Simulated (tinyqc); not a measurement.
## Short-channel transistor, virtual-source model with series resistance: effect of the velocity at the virtual source on the on and off currents

The current per gate width is the charge at the top of the source barrier (the virtual source) times its velocity times a saturation function; al and be are fitting constants of the model. Units: I in uA/um, Rs in ohm um, so I Rs = 1e-6 I Rs in volts; Q in uC/cm^2, so I = 1e-4 Q vx0 Fsat with vx0 in cm/s.

Intrinsic voltages Vg' = Vgs - I Rs, Vd' = Vds - 2 I Rs. n = n0 + nd Vd', VT = VT0 - dl Vd', Ff = 1/(1 + exp((Vg' - VT + al Vt/2)/(al Vt))), Q = Cinv n Vt ln(1 + exp((Vg' - VT + al Vt Ff)/(n Vt))), Vdsat = (vx0 L/mu)(1 - Ff) + Vt Ff, Fsat = u/(1 + u^be)^(1/be) with u = Vd'/Vdsat, and I = Q vx0 Fsat per width. I is solved self-consistently. Ion is I at Vgs = Vds = 0.9 V, Ioff at Vgs = 0, Vds = 0.9 V, and Rlin = Vds/I at Vgs = 0.9 V, Vds = 0.05 V.

Values chosen for this exercise:
```
symbol  value        unit                                                         meaning
T         300           K                                                     temperature
Cinv     1.31     uF/cm^2                                           inversion capacitance
mu        170  cm^2/(V s)                                               apparent mobility
L          45          nm                                                  channel length
VT0      0.32           V                                 threshold at zero drain voltage
dl      0.027         V/V                                  drain-induced barrier lowering
n0       1.07                                                         subthreshold factor
nd          0         1/V                                  growth of n with drain voltage
al        3.5              threshold shift (in units of Vt) from weak to strong inversion
be        1.8                                                     sharpness of saturation
Rs        200      ohm um                               series resistance of each contact
```

Constants: q = 1.602176634e-19 C, kB = 1.380649e-23 J/K, Vt = kB T/q. Results are converted to the units shown.

Effect of the velocity at the virtual source on the on and off currents:
```
vx0 (cm/s),Ion (uA/um),Ioff (nA/um),log10(Ion/Ioff),Rlin (ohm um)
5e6,340.9,8.943,4.581,764.6
7.1e6,451.8,12.70,4.551,760.4
1e7,575.5,17.87,4.508,758.2
1.4e7,698.1,25.01,4.446,757.1
2e7,808.5,35.68,4.355,756.4
2.8e7,882.7,49.87,4.248,756.1
4e7,931.9,71.03,4.118,755.9
```

As vx0 goes from 5e6 to 4e7 cm/s, Ion rises from 341 to 932 uA/um, Ioff rises from 8.94 to 71.0 nA/um and Rlin falls from 765 to 756 ohm um. Ion changes by a factor of 2.73 and Ioff by 7.94.

tinyqc, about 0.01 s, one thread, Intel Xeon 2.30GHz (shared host): `OMP_NUM_THREADS=1 python tinyqc.py 2380108 2380109 out.jsonl`
